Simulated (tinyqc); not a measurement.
Changing the imaginary frequency at the saddle nu_b: harmonic transition-state theory with quantum, tunnelling and friction corrections. Computed by tinyqc, a small Python program. Command: `OMP_NUM_THREADS=1 python tinyqc.py 3003156 3003157 out.jsonl rates sweep`. One thread of a shared host (Intel(R) Xeon(R) Processor @ 2.30GHz), about 0.01 s of CPU time with the checks.

One atom hops between equivalent sites; three modes at the minimum and two real modes at the saddle are treated as harmonic, the rest of the crystal as unchanged; melting is ignored, so hot rows may lie above the melting point.

Inputs (values chosen for the exercise, modelled on interstitial hydrogen in silicon): barrier E_b = 0.478 eV; temperature T = 292 K.

Lattice of sites: three-dimensional.

Constants: h x 1 THz = 4.135667696 meV; k_B = 8.617333262e-05 eV/K.

Method. With u = h nu_b/(k_B T): Wigner factor 1 + u^2/24; parabolic barrier (Bell) (u/2)/sin(u/2), valid above T_c = h nu_b/(2 pi k_B); symmetric Eckart barrier: kappa = int_0^infinity P(E) exp(-(E - E_b)/(k_B T)) dE/(k_B T), P = (cosh 2a - 1)/(cosh 2a + cosh 2d), a = alpha sqrt(E/E_b), alpha = 2 pi E_b/(h nu_b), 2d = 2 sqrt(alpha^2 - pi^2/4).

One run for each value:
```
imaginary frequency at the saddle nu_b (THz)  Eckart factor  Wigner factor  crossover temperature T_c (K)
9.3                                                    1.11          1.097                           71.0
12.0                                                   1.19          1.162                           91.7
16.0                                                   1.37          1.288                          122.2
20.0                                                   1.64          1.450                          152.8
26.0                                                   2.39          1.761                          198.6
33.0                                                   4.32          2.226                          252.1
43.0                                                  13.60          3.081                          328.4
56.0                                                  81.45          4.530                          427.7
```

Over the rows, Eckart factor rises from 1.11 to 81.4 (exponent d ln y / d ln x 0.27 between the first rows and 6.8 between the last); Wigner factor rises from 1.10 to 4.53 (exponent d ln y / d ln x 0.22 between the first rows and 1.5 between the last); crossover temperature T_c (K) rises from 71.0 to 428 (exponent d ln y / d ln x about 1.0 throughout). The exponent of crossover temperature T_c stays at 1: T_c = h nu_b/(2 pi k_B). A larger nu_b means a narrower barrier of the same height.

Caution (rows 43.0, 56.0): below T_c a separable one-dimensional factor on the uncorrected barrier is unreliable.

Extremes, crossings and ranges named in words are read from the listed rows.
